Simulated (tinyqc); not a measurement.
The trial binding against the radius: donor or exciton in a quantum well (variational effective-mass method). Computed by tinyqc, a small Python program. Command: `OMP_NUM_THREADS=1 python tinyqc.py 3020909 3020910 out.jsonl welldonor sweep`. One thread of a shared host (Intel(R) Xeon(R) Processor @ 2.30GHz), about 0.05 s of CPU time with the checks.

Electron and hole in their lowest subbands f(z) = cos(pi z/L); relative in-plane motion exp(-rho/lambda) (separable trial function), H = -nabla_rho^2 - 2/sqrt(rho^2 + (z_e - z_h)^2) in effective units. Mass and screening are the same in well and barrier; l = L/a* is the width in effective units. Bands are flat: no polarisation or applied field.

Inputs (values chosen for the exercise, for a model semiconductor):
```
quantity                 value  unit
electron mass m          0.032   m_0
dielectric constant eps     16     -
well width L                98    nm
in-plane hole mass m_h   0.112   m_0
```

Centre: exciton. Barriers: infinite.

Constants: Ry = 13.605693123 eV; a_0 = 0.529177210903 angstrom.

Method:
- mu = m m_h/(m + m_h) takes the place of m; Ry* = Ry m/eps^2, a* = a_0 eps/m; l = L/a*.
- k = pi/l; f = cos(k z) inside and zero outside.
- Binding E_b(lambda) = -1/lambda^2 + (8/lambda^2) int_0^l P(z) g(z) dz, with P(z) = (2/l) [(1 - z/l)(1 + cos(2 pi z/l)/2) + (3/(4 pi)) sin(2 pi z/l)] the distribution of |z_e - z_h| and g(z) = int_z^infinity exp(-2 sqrt(r^2 - z^2)/lambda) dr = int_0^infinity exp(-2 rho/lambda) rho/sqrt(rho^2 + z^2) d rho; 40 Gauss-Legendre points in z and 40 in t with rho = lambda t/(1 - t).

One run for each value:
```
trial radius lambda (a*)  E_b(lambda) (Ry*)  int P g dz (a*)
0.4                                 -2.5253          0.07449
0.6                                  0.2461          0.13608
0.8                                  1.0048          0.20538
1.0                                  1.2402          0.28002
1.2                                  1.2976          0.35856
1.4                                  1.2860          0.44007
1.6                                  1.2466          0.52392
1.8                                  1.1966          0.60963
2.0                                  1.1438          0.69688
```

Over the rows, E_b(lambda) (Ry*) goes from -2.53 through a maximum among these rows, 1.30 at 1.20, to 1.14; int P g dz (a*) rises from 0.0745 to 0.697 (exponent d ln y / d ln x 1.5 between the first rows and 1.3 between the last). A small radius costs kinetic energy as 1/lambda^2 and a large one loses attraction.

Extremes, crossings and ranges named in words are read from the listed rows.
